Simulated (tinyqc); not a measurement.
# One gate, two gates and a surrounding gate

Below threshold the potential that source and drain add obeys Laplace's equation, vanishes on the gates and decays along the channel as exp(-k y). The same ts (depleted depth over a conducting body, body thickness or wire diameter), ti and permittivities in three geometries; k is the smallest positive root of: one gate, f(k) = eps_r sin(k ti) cos(k ts) + ei cos(k ti) sin(k ts); two gates, f(k) = ei cos(k ti) cos(k ts/2) - eps_r sin(k ti) sin(k ts/2); wire, f(k) = ei J0(u)[J1(u) Y0(v) - Y1(u) J0(v)] - eps_r J1(u)[J0(u) Y0(v) - Y0(u) J0(v)], u = k ts/2, v = u + k ti. Parabolic estimates of l: sqrt((eps_r/ei) ts ti); sqrt((eps_r/(2 ei)) ts ti (1 + ei ts/(4 eps_r ti))); sqrt([2 eps_r ts^2 ln(1 + 2 ti/ts) + ei ts^2]/(16 ei)), in the same order.

Values chosen for this exercise; permittivities: semiconductor close to that of In0.53Ga0.47As, insulator close to that of silicon nitride: relative permittivity of the semiconductor eps_r = 13.7; relative permittivity of the insulator ei = 7.49; insulator thickness ti = 0.9 nm; body thickness ts = 9.6 nm.

Scale lengths (nm):

|  | Lambda = pi/k | l = 1/k | l(parabolic) |
|---|---|---|---|
| one gate over a conducting body | 11.17 | 3.556 | 3.975 |
| two gates | 12.78 | 4.067 | 4.407 |
| wire | 8.383 | 2.669 | 3.063 |

What does the comparison show?

The wire has the shortest scale length, 0.656 times that of the double gate; the single gate over a conducting body has 0.874 times it, its layer ending directly on a conductor where the double gate has a second insulator. The parabolic estimates are 12 % above, 8.4 % above and 15 % above the exact l, in the order of the rows.

tinyqc, about 0.01 s, one thread, Intel Xeon 2.30GHz (shared host): `OMP_NUM_THREADS=1 python tinyqc.py 2420129 2420130 out.jsonl`
